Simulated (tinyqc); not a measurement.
# Minority-electron transport through the base of a bipolar transistor (Moll-Ross and Kroemer integrals), step by step

A worked calculation. Computed by tinyqc, a small Python program that keeps every step. Command: `OMP_NUM_THREADS=1 python tinyqc.py 3027836 3027837 out.jsonl base walk`. One thread of a shared host (Intel(R) Xeon(R) Processor @ 2.30GHz), about 0.01 s of CPU time with the checks. Intermediate numbers are printed to about 6 digits and carried at full precision; extremes and crossings named in words are read from the listed rows.

Low injection, one dimension, x from the emitter edge (0) to the collector edge (W), s = x/W. Recombination is treated as a small correction (valid for tau_B well below tau_n), computed from the stored charge.

Inputs (values chosen for the exercise, modelled on GaAs):

| quantity | value | unit |
|---|---|---|
| intrinsic density n_i at the emitter edge | 1.9e+06 | 1/cm^3 |
| base doping at the emitter edge N_0 | 5.8e+17 | 1/cm^3 |
| base width W | 43 | nm |
| mu_min | 1000 | cm^2/(V s) |
| mu_max | 6840 | cm^2/(V s) |
| N_ref | 8.5e+16 | 1/cm^3 |
| saturation velocity v_s | 0.79 | 1e7 cm/s |
| electron lifetime tau_n | 66 | ns |
| emitter Gummel number G_E | 1.5e+14 | s/cm^4 |
| base-emitter voltage V_BE | 0.98 | V |
| temperature T | 300 | K |
| doping ratio N_0/N(W) | 97 | - |
| gap narrowing across the base dE_g | 190 | meV |

Base doping profile: exponential. Gap grading: linear. Exit of the base: infinite sink.

Constants: k_B = 8.617333262e-05 eV/K; e = 1.602176634e-19 C.

## Profile and built-in field

N(x) = N_0 (ratio)^(-s); n_i(x)^2 = n_i^2 exp(s dE_g/k_B T); D(x) = (k_B T/e) mu, mu = mu_min + (mu_max - mu_min)/(1 + (N/N_ref)^0.7). Field that drives electrons towards the collector, averaged over the base: (k_B T/e) ln[N_0 n_i(W)^2/(N(W) n_i^2)]/W.

Across the base:

| s | N (1/cm^3) | n_i(x)^2/n_i^2 | D (cm^2/s) | y (s/cm^5) |
|---|---|---|---|---|
| 0.0 | 5.80000e+17 | 1.00000e+00 | 57.075 | 1.01620e+16 |
| 0.2 | 2.32313e+17 | 4.34882e+00 | 75.820 | 7.04557e+14 |
| 0.4 | 9.30506e+16 | 1.89123e+01 | 98.950 | 4.97234e+13 |
| 0.6 | 3.72705e+16 | 8.22462e+01 | 122.537 | 3.69812e+12 |
| 0.8 | 1.49283e+16 | 3.57674e+02 | 142.350 | 2.93200e+11 |
| 1.0 | 5.97938e+15 | 1.55546e+03 | 156.456 | 2.45699e+10 |

drift factor eta (potential drop in k_B T/e) = 11.9242

mean built-in field = 71.6896 kV/cm

## Collector current and transit time

With y(x) = N n_i^2/(D n_i(x)^2): base Gummel number G_B = int_0^W y dx; J_C = e n_i^2 exp(e V_BE/k_B T)/G_B; n(x) = (J_C/e)(n_i(x)^2/(N n_i^2)) [int_x^W y dx]; transit time tau_B = (e/J_C) int n dx; trapezoid rule on 401 even points.

base Gummel number G_B = 3.27757e+09 s/cm^4

collector current density J_C = 5.12792 A/cm^2

base transit time tau_B = 0.0134910 ps

share of the exit term in G_B = 0 %

mean velocity W/tau_B = 31.8731 1e7 cm/s

Plain diffusion with the D of the emitter edge would take W^2/(2D) = 0.162 ps, 12.0 times the result. Caution: the mean velocity exceeds v_s, so drift-diffusion with a low-field mobility overstates the speed.

## Gain and speed

Emitter-limited gain beta_E = G_E/G_B; recombination-limited gain beta_R = tau_n/tau_B; 1/beta = 1/beta_E + 1/beta_R; f_T from the base alone = 1/(2 pi tau_B).

beta_E = 45765.7

beta_R = 4.89215e+06

current gain beta = 45341.5

f_T from the base alone = 11797.1 GHz

The gain is limited mainly by hole injection into the emitter (99 % of the base current). Caution: a current gain above 1e4 is beyond working transistors: the base charge is too small for this emitter.

## What grading buys

The formulas are those given above.

The same base with other gradings:

| dE_g (meV) | dE_g/k_B T | G_B (s/cm^4) | J_C gain | tau_B (ps) | speed gain |
|---|---|---|---|---|---|
| 0 | 0.0000 | 7.33418e+09 | 1.00000 | 0.0285880 | 1.00000 |
| 25 | 0.9670 | 6.30608e+09 | 1.16303 | 0.0249750 | 1.14467 |
| 50 | 1.9341 | 5.52991e+09 | 1.32627 | 0.0221486 | 1.29074 |
| 75 | 2.9011 | 4.92422e+09 | 1.48941 | 0.0198844 | 1.43771 |
| 100 | 3.8682 | 4.43861e+09 | 1.65236 | 0.0180335 | 1.58528 |
| 150 | 5.8023 | 3.70837e+09 | 1.97774 | 0.0151945 | 1.88148 |
| 200 | 7.7363 | 3.18511e+09 | 2.30265 | 0.0131229 | 2.17849 |
| 300 | 11.6045 | 2.48468e+09 | 2.95176 | 0.0103071 | 2.77364 |

At 100 meV J_C rises by a factor 1.65 and the transit is 1.59 times faster; at 300 meV the factors are 2.95 and 2.77. For a uniform base without exit term both tend to be linear in dE_g/k_B T, J_C as x/(1 - exp(-x)) and the speed as x/2. From 0 meV on the mean velocity W/tau_B exceeds v_s, so those speed gains are overstated.

Checks made by the program: Gummel integral against a 60-point Gauss rule (relative difference 2e-05).
